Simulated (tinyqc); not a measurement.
What each parameter of the potential does: deformation potentials from a strained empirical pseudopotential.

Diamond lattice, no spin-orbit coupling. Atomic form factor V(q) = a1 (q^2 - a2)/(a3 exp(a4 q^2) - 1) in rydberg with q in 1/bohr, for the unstrained cell. Under a strain e the reciprocal vectors and k go over into (1 + e)^(-1) G, the atoms sit at +/- tau with tau = (1 + e) a (1,1,1)/8 - zeta a (eyz, ezx, exy)/4, and H(G,G') = c |k + G|^2 delta + (V(q)/det(1 + e)) cos(q.tau), q = G - G', with the term q = 0 left out; c = hbar^2/2m0. The basis is fixed before straining: all G with |k + G|^2 up to 16 (2 pi/a)^2. k is given in units of 2 pi/a of the unstrained cell.

Constants: hbar^2/2m0 = 3.80998211 eV angstrom^2; Ry = 13.60569312 eV; a0 (Bohr radius) = 0.5291772105 angstrom.

Values chosen for the exercise (near those of Si; shifted at random, so the results belong to these values and not to a real crystal): a = 5.435 angstrom (lattice constant); a1 = 0.536; a2 = 2.214; a3 = 2.051; a4 = 0.491; kD = 0.82 2 pi/a (position of the Delta minimum).

Gaps from the valence top to level 8 at Gamma and level 5 at (kD,0,0) and L, and their deformation potentials [E(+h) - E(-h)]/(3 ln((1 + h)/(1 - h))) for e = +/- h 1, h = 0.002. The row for the lattice constant keeps V(q) without the volume factor, so it is not a strain. Each row changes one parameter from the base and keeps the others.

Results:

| case | Gamma (eV) | Delta (eV) | L (eV) | potential Gamma (eV) | potential Delta (eV) | potential L (eV) |
|---|---|---|---|---|---|---|
| base | 3.915 | 1.183 | 1.976 | -8.81 | 2.62 | -1.92 |
| a = 5.489 angstrom | 3.777 | 1.474 | 2.076 | -9.10 | 2.30 | -2.12 |
| a1 = 0.531 | 3.874 | 1.115 | 1.926 | -8.74 | 2.63 | -1.91 |
| a2 = 2.236 | 3.795 | 1.258 | 1.972 | -8.88 | 2.56 | -1.96 |
| a3 = 2.03 | 3.961 | 1.281 | 2.044 | -8.91 | 2.63 | -1.93 |
| a4 = 0.486 | 4.008 | 1.270 | 2.053 | -8.98 | 2.54 | -2.00 |

The largest shifts from the base row, up to three for each result and ties (the steps differ in size, so this ranks the rows, not the parameters). Gamma (eV): a -0.137, a2 -0.119, a4 +0.094. Delta (eV): a +0.291, a3 +0.098, a4 +0.087. L (eV): a +0.100, a4 +0.077, a3 +0.068. potential Gamma (eV): a -0.29, a4 -0.17, a3 -0.09. potential Delta (eV): a -0.32, a4 -0.08, a2 -0.06. potential L (eV): a -0.20, a4 -0.08, a2 -0.04.

(tinyqc, `OMP_NUM_THREADS=1 python tinyqc.py 1880177 1880178 out.jsonl`, Intel(R) Xeon(R) Processor @ 2.30GHz, 1 thread, shared host, about 0.2 s.)
